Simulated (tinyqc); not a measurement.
Inside a calculation. Method: CIS and TDHF on RHF in the sto-3g basis, frozen core, for BeH2, spin multiplicity 1. Computed by tinyqc, a small Python program that keeps every step (integrals from PySCF). Settings: charge = 0, multiplicity = 1, basis = sto-3g, method = RHF, frozen orbitals = 1, energy threshold = 1e-10, iteration cap = 77, orthogonalisation = canonical, start = atomic densities, DIIS depth = 6, TDHF = 1. Command: `OMP_NUM_THREADS=1 python tinyqc.py 30704 30705 out.jsonl` (the two numbers bound the seeds that draw the settings). One thread of a shared host (Intel(R) Xeon(R) Processor @ 2.60GHz), about 0.1 s of CPU time with the checks. The early iterations of the SCF are left out here.

## One-electron integrals

Geometry (angstrom):
```
atom,x,y,z
Be,0.000000,0.000000,0.000000
H,0.000000,1.406000,0.010000
H,0.000000,-1.381000,0.010000
```

Basis sto-3g: exponents (1/bohr^2) and contraction coefficients of normalised primitives:
```
element,l (shell),exponent,coefficient
Be,s (1),30.167871,0.154329
Be,s (1),5.495115,0.535328
Be,s (1),1.487193,0.444635
Be,s (2),1.314833,-0.099967
Be,s (2),0.305539,0.399513
Be,s (2),0.099371,0.700115
Be,p (3),1.314833,0.155916
Be,p (3),0.305539,0.607684
Be,p (3),0.099371,0.391957
H,s (1),3.425251,0.154329
H,s (1),0.623914,0.535328
H,s (1),0.168855,0.444635
```

Overlap, kinetic and nuclear-attraction integrals over the contracted functions; the nuclear repulsion is the sum of Za Zb / Rab.

nuclear repulsion = 3.22801429 hartree

overlap S, lower triangle:
```
,1Be 1s,1Be 2s,1Be 2px,1Be 2py,1Be 2pz,2H 1s,3H 1s
1Be 1s,1.000000
1Be 2s,0.259517,1.000000
1Be 2px,0.000000,0.000000,1.000000
1Be 2py,0.000000,0.000000,0.000000,1.000000
1Be 2pz,0.000000,0.000000,0.000000,0.000000,1.000000
2H 1s,0.060076,0.433515,0.000000,0.506564,0.003603,1.000000
3H 1s,0.063475,0.443463,0.000000,-0.514047,0.003722,0.028338,1.000000
```

kinetic energy T (hartree), lower triangle:
```
,1Be 1s,1Be 2s,1Be 2px,1Be 2py,1Be 2pz,2H 1s,3H 1s
1Be 1s,6.693975
1Be 2s,-0.033012,0.211111
1Be 2px,0.000000,0.000000,0.660592
1Be 2py,0.000000,0.000000,0.000000,0.660592
1Be 2pz,0.000000,0.000000,0.000000,0.000000,0.660592
2H 1s,-0.015340,0.059273,0.000000,0.172309,0.001226,0.760032
3H 1s,-0.015792,0.062901,0.000000,-0.180355,0.001306,-0.008479,0.760032
```

nuclear attraction V (hartree), lower triangle:
```
,1Be 1s,1Be 2s,1Be 2px,1Be 2py,1Be 2pz,2H 1s,3H 1s
1Be 1s,-15.320627
1Be 2s,-2.096358,-3.030230
1Be 2px,0.000000,0.000000,-2.938256
1Be 2py,0.000597,0.002967,0.000000,-3.159266
1Be 2pz,-0.000239,-0.002039,0.000000,0.000035,-2.938267
2H 1s,-0.483745,-1.254161,0.000000,-1.431301,-0.010396,-2.912856
3H 1s,-0.511594,-1.293201,0.000000,1.465480,-0.010833,-0.096667,-2.938931
```

core Hamiltonian H = T + V (hartree), lower triangle:
```
,1Be 1s,1Be 2s,1Be 2px,1Be 2py,1Be 2pz,2H 1s,3H 1s
1Be 1s,-8.626652
1Be 2s,-2.129370,-2.819119
1Be 2px,0.000000,0.000000,-2.277664
1Be 2py,0.000597,0.002967,0.000000,-2.498674
1Be 2pz,-0.000239,-0.002039,0.000000,0.000035,-2.277675
2H 1s,-0.499085,-1.194888,0.000000,-1.258992,-0.009170,-2.152824
3H 1s,-0.527386,-1.230300,0.000000,1.285124,-0.009527,-0.105146,-2.178899
```

## Two-electron integrals

Functions are numbered as in S; the eight-fold symmetry (ij|kl) = (ji|kl) = (kl|ij) leaves the list below.

Two-electron integrals (ij|kl) in chemists' order, unique and non-zero (hartree):
```
i,j,k,l,(ij|kl)
1,1,1,1,2.298831
2,1,1,1,0.392036
2,1,2,1,0.079539
2,2,1,1,0.570988
2,2,2,1,0.143041
2,2,2,2,0.417683
3,1,3,1,0.014607
3,2,3,1,0.021888
3,2,3,2,0.092265
3,3,1,1,0.569578
3,3,2,1,0.143083
3,3,2,2,0.417589
3,3,3,3,0.449859
4,1,4,1,0.014607
4,2,4,1,0.021888
4,2,4,2,0.092265
4,3,4,3,0.024249
4,4,1,1,0.569578
4,4,2,1,0.143083
4,4,2,2,0.417589
4,4,3,3,0.401360
4,4,4,4,0.449859
5,1,5,1,0.014607
5,2,5,1,0.021888
5,2,5,2,0.092265
5,3,5,3,0.024249
5,4,5,4,0.024249
5,5,1,1,0.569578
5,5,2,1,0.143083
5,5,2,2,0.417589
5,5,3,3,0.401360
5,5,4,4,0.401360
5,5,5,5,0.449859
6,1,1,1,0.089723
6,1,2,1,0.018192
6,1,2,2,0.032974
6,1,3,3,0.032736
6,1,4,1,0.001622
6,1,4,2,0.003045
6,1,4,4,0.033467
6,1,5,1,0.000012
6,1,5,2,0.000022
6,1,5,4,0.000005
6,1,5,5,0.032736
6,1,6,1,0.004367
6,2,1,1,0.207922
6,2,2,1,0.052797
6,2,2,2,0.166727
6,2,3,3,0.160524
6,2,4,1,0.006932
6,2,4,2,0.041643
6,2,4,4,0.178982
6,2,5,1,0.000049
6,2,5,2,0.000296
6,2,5,4,0.000131
6,2,5,5,0.160525
6,2,6,1,0.013354
6,2,6,2,0.097178
6,3,3,1,0.004972
6,3,3,2,0.022953
6,3,4,3,0.007309
6,3,5,3,0.000052
6,3,6,3,0.009220
6,4,1,1,0.219629
6,4,2,1,0.056474
6,4,2,2,0.187097
6,4,3,3,0.176011
6,4,4,1,0.011311
6,4,4,2,0.064974
6,4,4,4,0.209078
6,4,5,1,0.000045
6,4,5,2,0.000299
6,4,5,4,0.000183
6,4,5,5,0.176012
6,4,6,1,0.014966
6,4,6,2,0.124318
6,4,6,4,0.164686
6,5,1,1,0.001562
6,5,2,1,0.000402
6,5,2,2,0.001331
6,5,3,3,0.001252
6,5,4,1,0.000045
6,5,4,2,0.000299
6,5,4,4,0.001383
6,5,5,1,0.004973
6,5,5,2,0.022955
6,5,5,4,0.007310
6,5,5,5,0.001356
6,5,6,1,0.000106
6,5,6,2,0.000884
6,5,6,4,0.001106
6,5,6,5,0.009228
6,6,1,1,0.373666
6,6,2,1,0.096627
6,6,2,2,0.341089
6,6,3,3,0.316306
6,6,4,1,0.015260
6,6,4,2,0.116970
6,6,4,4,0.390385
6,6,5,1,0.000109
6,6,5,2,0.000832
6,6,5,4,0.000527
6,6,5,5,0.316310
6,6,6,1,0.025149
6,6,6,2,0.249955
6,6,6,4,0.340189
6,6,6,5,0.002420
6,6,6,6,0.774606
7,1,1,1,0.094850
7,1,2,1,0.019229
7,1,2,2,0.034844
7,1,3,3,0.034591
7,1,4,1,-0.001720
7,1,4,2,-0.003222
7,1,4,4,0.035368
7,1,5,1,0.000012
7,1,5,2,0.000023
7,1,5,4,-0.000006
7,1,5,5,0.034591
7,1,6,1,0.004209
7,1,6,2,0.011901
7,1,6,4,0.012240
7,1,6,5,0.000096
7,1,6,6,0.021471
7,1,7,1,0.004880
7,2,1,1,0.214854
7,2,2,1,0.054530
7,2,2,2,0.171571
7,2,3,3,0.165252
7,2,4,1,-0.007167
7,2,4,2,-0.042610
7,2,4,4,0.184054
7,2,5,1,0.000052
7,2,5,2,0.000309
7,2,5,4,-0.000136
7,2,5,5,0.165253
7,2,6,1,0.011632
7,2,6,2,0.053077
7,2,6,4,0.054080
7,2,6,5,0.000477
7,2,6,6,0.101029
7,2,7,1,0.014573
7,2,7,2,0.101979
7,3,3,1,0.005199
7,3,3,2,0.023836
7,3,4,3,-0.007529
7,3,5,3,0.000055
7,3,6,3,0.004087
7,3,7,3,0.009824
7,4,1,1,-0.225164
7,4,2,1,-0.057878
7,4,2,2,-0.191086
7,4,3,3,-0.179770
7,4,4,1,0.011719
7,4,4,2,0.066574
7,4,4,4,-0.213520
7,4,5,1,-0.000047
7,4,5,2,-0.000309
7,4,5,4,0.000190
7,4,5,5,-0.179771
7,4,6,1,-0.011858
7,4,6,2,-0.053510
7,4,6,4,-0.052217
7,4,6,5,-0.000473
7,4,6,6,-0.100248
7,4,7,1,-0.016228
7,4,7,2,-0.129616
7,4,7,4,0.170843
7,5,1,1,0.001630
7,5,2,1,0.000419
7,5,2,2,0.001384
7,5,3,3,0.001302
7,5,4,1,-0.000047
7,5,4,2,-0.000309
7,5,4,4,0.001437
7,5,5,1,0.005199
7,5,5,2,0.023838
7,5,5,4,-0.007530
7,5,5,5,0.001411
7,5,6,1,0.000094
7,5,6,2,0.000481
7,5,6,4,0.000482
7,5,6,5,0.004091
7,5,6,6,0.000937
7,5,7,1,0.000118
7,5,7,2,0.000939
7,5,7,4,-0.001166
7,5,7,5,0.009833
7,6,1,1,0.017840
7,6,2,1,0.004412
7,6,2,2,0.012431
7,6,3,3,0.012236
7,6,4,1,4.70e-06
7,6,4,2,0.000036
7,6,4,4,0.012814
7,6,5,1,0.000008
7,6,5,2,0.000039
7,6,5,4,1.20e-07
7,6,5,5,0.012236
7,6,6,1,0.001022
7,6,6,2,0.005115
7,6,6,4,0.005840
7,6,6,5,0.000051
7,6,6,6,0.010774
7,6,7,1,0.001078
7,6,7,2,0.005222
7,6,7,4,-0.005902
7,6,7,5,0.000052
7,6,7,6,0.000377
7,7,1,1,0.380134
7,7,2,1,0.098264
7,7,2,2,0.345107
7,7,3,3,0.320022
7,7,4,1,-0.015721
7,7,4,2,-0.118555
7,7,4,4,0.395000
7,7,5,1,0.000114
7,7,5,2,0.000858
7,7,5,4,-0.000543
7,7,5,5,0.320026
7,7,6,1,0.020641
7,7,6,2,0.099145
7,7,6,4,0.099386
7,7,6,5,0.000912
7,7,6,6,0.189846
7,7,7,1,0.027063
7,7,7,2,0.256663
7,7,7,4,-0.347393
7,7,7,5,0.002516
7,7,7,6,0.010774
7,7,7,7,0.774606
```

## Orthogonalisation

S = U s U^T; canonical form X = U s^(-1/2), so that X^T S X = 1. Each column of U has its largest component positive (the first on a tie).

eigenvalues of S: 0.263684  0.367709  0.942283  1.000000  1.000069  1.704719  1.721536

X:
```
,1,2,3,4,5,6,7
1Be 1s,0.014739,-0.342569,0.949503,0.000000,-0.031748,0.104560,0.225609
1Be 2s,-0.078793,1.196840,-0.079924,0.000000,-0.004481,0.217938,0.472681
1Be 2px,0.000000,0.000000,0.000000,1.000000,0.000000,0.000000,0.000000
1Be 2py,1.361321,0.064239,0.002512,0.000000,-0.000029,0.497141,-0.226729
1Be 2pz,-0.000663,0.008820,0.034991,0.000000,0.999363,0.001481,0.003278
2H 1s,-0.931091,-0.807434,-0.277907,0.000000,0.009464,0.492450,0.162405
3H 1s,1.032406,-0.716664,-0.273579,0.000000,0.009327,-0.196262,0.478286
```

## Starting guess

The start is atomic minimal-basis densities projected into this basis (PySCF's MINAO start) and scaled to the electron count of each spin; this density is not idempotent, so its energy is not variational and may lie below the converged one.

D at the start, lower triangle:
```
,1Be 1s,1Be 2s,1Be 2px,1Be 2py,1Be 2pz,2H 1s,3H 1s
1Be 1s,2.153949
1Be 2s,-0.520786,2.036709
1Be 2px,0.000000,0.000000,0.000000
1Be 2py,0.000357,-0.001228,0.000000,0.003654
1Be 2pz,0.000155,-0.000341,0.000000,0.000000,0.000000
2H 1s,-0.028271,0.133464,0.000000,0.039713,0.000242,0.886105
3H 1s,-0.027213,0.132045,0.000000,-0.040182,0.000251,0.010210,0.881782
```

## Iteration 7 (converged): orbitals

converged F (hartree), lower triangle:
```
,1Be 1s,1Be 2s,1Be 2px,1Be 2py,1Be 2pz,2H 1s,3H 1s
1Be 1s,-4.519287
1Be 2s,-1.288159,-0.622131
1Be 2px,0.000000,0.000000,0.213009
1Be 2py,0.000101,0.003737,0.000000,-0.213822
1Be 2pz,0.000165,-0.001567,0.000000,0.000063,0.212994
2H 1s,-0.307379,-0.391774,0.000000,-0.325435,-0.001836,-0.285997
3H 1s,-0.324554,-0.401090,0.000000,0.329128,-0.001906,-0.038504,-0.296092
```

Diagonalise F' = X^T F X, C = X C', fill 3 alpha and 3 beta electrons from the bottom; D = 2 C_occ C_occ^T. Each column has its largest component positive (the first on a tie).

F' = X^T F X (hartree), lower triangle:
```
,1,2,3,4,5,6,7
1,0.868040
2,0.016926,0.370713
3,-0.014389,0.502332,-3.636714
4,0.000000,0.000000,0.000000,0.213009
5,0.000419,-0.016186,0.137139,0.000000,0.208108
6,0.036293,0.083682,-0.676313,0.000000,0.024768,-0.554698
7,-0.022327,0.177661,-1.472465,0.000000,0.053900,-0.323746,-1.118329
```

orbital energies (hartree): MO1 -4.522710, MO2 -0.446859, MO3 -0.408533, MO4 0.212984, MO5 0.213009, MO6 0.432218, MO7 0.870021

coefficients C:
```
,MO1,MO2,MO3,MO4,MO5,MO6,MO7
1Be 1s,0.991769,-0.219635,-0.013558,0.003400,0.000000,-0.223413,0.003472
1Be 2s,0.031753,0.569611,0.039532,-0.015086,0.000000,1.177856,-0.036986
1Be 2px,0.000000,0.000000,0.000000,0.000000,1.000000,0.000000,0.000000
1Be 2py,-0.000008,-0.032466,0.499893,0.000013,0.000000,0.017296,1.380086
1Be 2pz,-0.000004,0.001691,0.000071,0.999885,0.000000,0.016394,-0.000407
2H 1s,-0.003337,0.365633,0.437036,0.006641,0.000000,-0.804051,-0.945433
3H 1s,-0.003194,0.419262,-0.383623,0.006557,0.000000,-0.781625,0.993851
```

D after iteration 7, lower triangle:
```
,1Be 1s,1Be 2s,1Be 2px,1Be 2py,1Be 2pz,2H 1s,3H 1s
1Be 1s,2.064059
1Be 2s,-0.188302,0.654055
1Be 2px,0.000000,0.000000,0.000000
1Be 2py,0.000690,0.002538,0.000000,0.501894
1Be 2pz,-0.000752,0.001931,0.000000,-0.000039,0.000006
2H 1s,-0.179081,0.450879,0.000000,0.413201,0.001298,0.649397
3H 1s,-0.180103,0.447098,0.000000,-0.410764,0.001363,-0.028700,0.645915
```

## Convergence

Stop when the energy changes by less than 1e-10 hartree and every element of the error matrix X^T (F D S - S D F) X is below 3e-06.

Course of the cycle:
```
iteration,E (hartree),change,largest element of the error matrix
1,-15.38028981,-,4.28e-01
2,-15.53766346,-1.57e-01,1.30e-01
3,-15.55274735,-1.51e-02,2.03e-02
4,-15.55332127,-5.74e-04,6.70e-04
5,-15.55332175,-4.83e-07,1.59e-05
6,-15.55332175,-6.53e-10,2.94e-06
7,-15.55332175,-1.96e-11,4.64e-07
```

PySCF RHF in the same basis = -15.55332175 hartree

Converged in 7 iterations.

## Populations, bond orders and dipole

Mulliken: Z minus the diagonal of D S on the atom; Loewdin: the same with S^(1/2) D S^(1/2); Mayer order: 2 sum_s sum (D(s) S)_ij (D(s) S)_ji over the two atoms.

Charges (e):
```
atom,Mulliken,Loewdin
1Be,0.085704,0.070320
2H,-0.042606,-0.035150
3H,-0.043098,-0.035169
```

Mayer bond orders:
```
pair,order
2-1,0.996975
3-1,0.996933
3-2,0.001210
```

dipole moment about the origin, x y z (debye): 0.000000  -0.005611  -0.032786

## Integrals over molecular orbitals

(pq|rs) = sum C_ip C_jq C_kr C_ls (ij|kl), one index at a time.

one-electron integrals over orbitals h = C^T H C (hartree), lower triangle:
```
,1,2,3,4,5,6,7
1,-8.615086
2,0.219092,-2.417006
3,0.013781,0.004775,-2.371141
4,-0.003575,0.000794,0.000127,-2.277623
5,0.000000,0.000000,0.000000,0.000000,-2.277664
6,0.198342,-0.193831,-0.022690,-0.003733,0.000000,-1.911602
7,-0.002375,0.018837,-0.291524,0.000043,0.000000,-0.002137,-1.824374
```

Two-electron integrals over orbitals (pq|rs), unique and non-zero (hartree); the lowest 1 orbital is frozen and left out:
```
p,q,r,s,(pq|rs)
2,2,2,2,0.394762
3,2,2,2,-0.023012
3,2,3,2,0.160257
3,3,2,2,0.401838
3,3,3,2,0.019105
3,3,3,3,0.430357
4,2,2,2,0.000732
4,2,3,2,-0.000055
4,2,3,3,0.000736
4,2,4,2,0.048623
4,3,2,2,-0.000075
4,3,3,2,0.000877
4,3,3,3,0.000163
4,3,4,2,0.002136
4,3,4,3,0.014174
4,4,2,2,0.364753
4,4,3,2,-0.000083
4,4,3,3,0.350669
4,4,4,2,-0.001859
4,4,4,3,-0.000140
4,4,4,4,0.449878
5,2,5,2,0.048623
5,3,5,2,0.002137
5,3,5,3,0.014166
5,4,5,2,-0.000638
5,4,5,3,-0.000043
5,4,5,4,0.024256
5,5,2,2,0.364764
5,5,3,2,-0.000083
5,5,3,3,0.350672
5,5,4,2,-0.000583
5,5,4,3,-0.000054
5,5,4,4,0.401356
5,5,5,5,0.449859
6,2,2,2,-0.022457
6,2,3,2,0.006873
6,2,3,3,-0.044427
6,2,4,2,-0.000233
6,2,4,3,0.000007
6,2,4,4,0.056475
6,2,5,5,0.056500
6,2,6,2,0.078799
6,3,2,2,0.011471
6,3,3,2,-0.092583
6,3,3,3,-0.015078
6,3,4,2,4.09e-06
6,3,4,3,-0.000733
6,3,4,4,0.005758
6,3,5,5,0.005760
6,3,6,2,0.002319
6,3,6,3,0.084444
6,4,2,2,0.000265
6,4,3,2,-0.000019
6,4,3,3,-0.000203
6,4,4,2,0.047053
6,4,4,3,0.003333
6,4,4,4,-0.000427
6,4,5,5,0.000448
6,4,6,2,0.001501
6,4,6,3,0.000143
6,4,6,4,0.050538
6,5,5,2,0.047083
6,5,5,3,0.003335
6,5,5,4,-0.000438
6,5,6,5,0.050562
6,6,2,2,0.390644
6,6,3,2,0.003669
6,6,3,3,0.402789
6,6,4,2,0.001836
6,6,4,3,0.000153
6,6,4,4,0.363456
6,6,5,5,0.363492
6,6,6,2,-0.032206
6,6,6,3,-0.005355
6,6,6,4,0.001209
6,6,6,6,0.406916
7,2,2,2,0.006889
7,2,3,2,-0.042492
7,2,3,3,-0.002865
7,2,4,2,0.000133
7,2,4,3,-0.000798
7,2,4,4,-0.004456
7,2,5,5,-0.004457
7,2,6,2,-0.009195
7,2,6,3,0.060827
7,2,6,4,-0.000049
7,2,6,6,0.000857
7,2,7,2,0.057132
7,3,2,2,-0.003553
7,3,3,2,0.000242
7,3,3,3,-0.019469
7,3,4,2,-0.001141
7,3,4,3,-0.000124
7,3,4,4,0.062433
7,3,5,5,0.062434
7,3,6,2,0.073912
7,3,6,3,0.009113
7,3,6,4,0.000582
7,3,6,6,-0.024177
7,3,7,2,-0.003867
7,3,7,3,0.083334
7,4,2,2,0.000255
7,4,3,2,-0.001931
7,4,3,3,-0.000255
7,4,4,2,-0.001884
7,4,4,3,0.013539
7,4,4,4,0.000021
7,4,5,5,3.19e-07
7,4,6,2,-0.000095
7,4,6,3,0.001167
7,4,6,4,-0.000705
7,4,6,6,-0.000083
7,4,7,2,0.000318
7,4,7,3,-0.000012
7,4,7,4,0.016729
7,5,5,2,-0.001885
7,5,5,3,0.013549
7,5,5,4,0.000010
7,5,6,5,-0.000706
7,5,7,5,0.016703
7,6,2,2,-0.018797
7,6,3,2,0.140719
7,6,3,3,0.018889
7,6,4,2,-0.000090
7,6,4,3,0.000997
7,6,4,4,-0.000244
7,6,5,5,-0.000245
7,6,6,2,0.005346
7,6,6,3,-0.093822
7,6,6,4,-0.000069
7,6,6,6,0.004821
7,6,7,2,-0.053298
7,6,7,3,-0.001043
7,6,7,4,-0.001689
7,6,7,6,0.139384
7,7,2,2,0.421089
7,7,3,2,-0.006673
7,7,3,3,0.437623
7,7,4,2,0.000162
7,7,4,3,-0.000033
7,7,4,4,0.387472
7,7,5,5,0.387464
7,7,6,2,-0.031398
7,7,6,3,0.002072
7,7,6,4,-0.000480
7,7,6,6,0.428738
7,7,7,2,0.004040
7,7,7,3,-0.006230
7,7,7,4,0.000064
7,7,7,6,-0.004426
7,7,7,7,0.479285
```

## CIS matrix, singlets

A(ia,jb) = (e_a - e_i) d_ij d_ab + 2 (ia|jb) - (ij|ab).

CIS matrix A, singlet (hartree), lower triangle:
```
,2>4,2>5,2>6,2>7,3>4,3>5,3>6,3>7
2>4,0.392336
2>5,0.000000,0.392350
2>6,-0.000730,0.000000,0.646030
2>7,0.000011,0.000000,0.000407,1.010056
3>4,0.004356,0.000000,0.000034,0.000334,0.299196
3>5,0.000000,0.004357,0.000000,0.000000,0.000000,0.299203
3>6,0.000027,0.000000,0.000970,-0.019065,-0.001263,0.000000,0.606851
3>7,-0.000352,0.000000,0.007106,-0.001060,0.000007,0.000000,-0.000663,1.007599
```

## CIS singlet states

dipole integrals <i|r|a> (bohr):
```
,x,y,z
2>4,0.000000,-0.000291,0.963689
2>5,0.963713,0.000000,0.000000
2>6,0.000000,0.056808,0.005378
2>7,0.000000,-0.619830,0.000844
3>4,0.000000,0.008189,0.062926
3>5,0.062925,0.000000,0.000000
3>6,0.000000,-1.181770,0.000098
3>7,0.000000,-0.026043,-0.013637
```

Diagonalise A (1 hartree = 27.211386 eV); each vector has its largest component positive (the first on a tie). The transition dipole is mu = sqrt2 sum c_ia <i|r|a>.

singlet excitation energies (eV): 8.135864  8.136208  10.681473  10.681916  16.488207  17.576305  27.413933  27.517573

lowest vectors:
```
,state 1,state 2,state 3,state 4,state 5,state 6
2>4,-0.046618,0.000000,0.998909,0.000000,0.000128,-0.002849
2>5,0.000000,-0.046619,0.000000,0.998913,0.000000,0.000000
2>6,-0.000206,0.000000,0.002856,0.000000,-0.025009,0.999490
2>7,-0.000360,0.000000,-0.000039,0.000000,0.047141,0.000139
3>4,0.998904,0.000000,0.046618,0.000000,-0.004060,-0.000030
3>5,0.000000,0.998913,0.000000,0.046619,0.000000,0.000000
3>6,0.004079,0.000000,0.000134,0.000000,0.998564,0.025069
3>7,-0.000028,0.000000,0.000539,0.000000,0.002215,-0.019593
```

oscillator strengths 2/3 w |mu|^2: 0.000133  0.000128  0.487972  0.488012  1.184432  0.000662

## TDHF (RPA) singlet states

B(ia,jb) = 2 (ia|jb) - (ib|ja); the squared energies are the eigenvalues of (A - B)(A + B); 1 hartree = 27.211386 eV.

TDHF matrix B, singlet (hartree), lower triangle:
```
,2>4,2>5,2>6,2>7,3>4,3>5,3>6,3>7
2>4,0.048623
2>5,0.000000,0.048623
2>6,-0.000233,0.000000,0.078799
2>7,0.000133,0.000000,-0.009195,0.057132
3>4,0.002136,0.000000,0.000011,-0.000455,0.014174
3>5,0.000000,0.002137,0.000000,0.000000,0.000000,0.014166
3>6,0.000001,0.000000,0.002319,0.047742,-0.000733,0.000000,0.084444
3>7,-0.001485,0.000000,0.086998,-0.003867,-0.000124,0.000000,0.009113,0.083334
```

squared energies w^2 (hartree^2): 0.089196  0.089204  0.151708  0.151721  0.357530  0.405210  0.998981  1.016588

TDHF energies from the positive w^2 (eV): 8.126863  8.127219  10.598754  10.599226  16.270721  17.321718  27.197514  27.436144

## CIS matrix, triplets

A(ia,jb) = (e_a - e_i) d_ij d_ab - (ij|ab).

CIS matrix A, triplet (hartree), lower triangle:
```
,2>4,2>5,2>6,2>7,3>4,3>5,3>6,3>7
2>4,0.295089
2>5,0.000000,0.295104
2>6,-0.000265,0.000000,0.488433
2>7,-0.000255,0.000000,0.018797,0.895791
3>4,0.000083,0.000000,0.000019,0.001931,0.270849
3>5,0.000000,0.000083,0.000000,0.000000,0.000000,0.270871
3>6,0.000019,0.000000,-0.003669,-0.140719,0.000203,0.000000,0.437963
3>7,0.001931,0.000000,-0.140719,0.006673,0.000255,0.000000,-0.018889,0.840931
```

## CIS triplet states

Diagonalise A (1 hartree = 27.211386 eV); each vector has its largest component positive (the first on a tie).

triplet excitation energies (eV): 7.369908  7.370771  8.029600  8.030196  10.810600  11.933970  24.225802  25.497206

lowest vectors:
```
,state 1,state 2,state 3,state 4,state 5,state 6
2>4,-0.003436,0.000000,0.999985,0.000000,0.000481,0.002761
2>5,0.000000,-0.003437,0.000000,0.999994,0.000000,0.000000
2>6,-0.000196,0.000000,-0.001556,0.000000,0.079126,0.939561
2>7,-0.004155,0.000000,0.000444,0.000000,0.266731,-0.067914
3>4,0.999974,0.000000,0.003434,0.000000,0.005745,-0.000276
3>5,0.000000,0.999994,0.000000,0.003437,0.000000,0.000000
3>6,-0.004781,0.000000,-0.000263,0.000000,0.958504,-0.079710
3>7,-0.000593,0.000000,-0.003954,0.000000,0.061890,0.325962
```

## TDHF (RPA) triplet states

B(ia,jb) = - (ib|ja); the squared energies are the eigenvalues of (A - B)(A + B); 1 hartree = 27.211386 eV.

TDHF matrix B, triplet (hartree), lower triangle:
```
,2>4,2>5,2>6,2>7,3>4,3>5,3>6,3>7
2>4,-0.048623
2>5,0.000000,-0.048623
2>6,0.000233,0.000000,-0.078799
2>7,-0.000133,0.000000,0.009195,-0.057132
3>4,-0.002136,0.000000,-0.000004,0.001141,-0.014174
3>5,0.000000,-0.002137,0.000000,0.000000,0.000000,-0.014166
3>6,-0.000007,0.000000,-0.002319,-0.073912,0.000733,0.000000,-0.084444
3>7,0.000798,0.000000,-0.060827,0.003867,0.000124,0.000000,-0.009113,-0.083334
```

squared energies w^2 (hartree^2): 0.073143  0.073165  0.084703  0.084718  0.141047  0.176708  0.787451  0.873298

TDHF energies from the positive w^2 (eV): 7.359317  7.360439  7.919546  7.920245  10.219586  11.438743  24.146966  25.429149
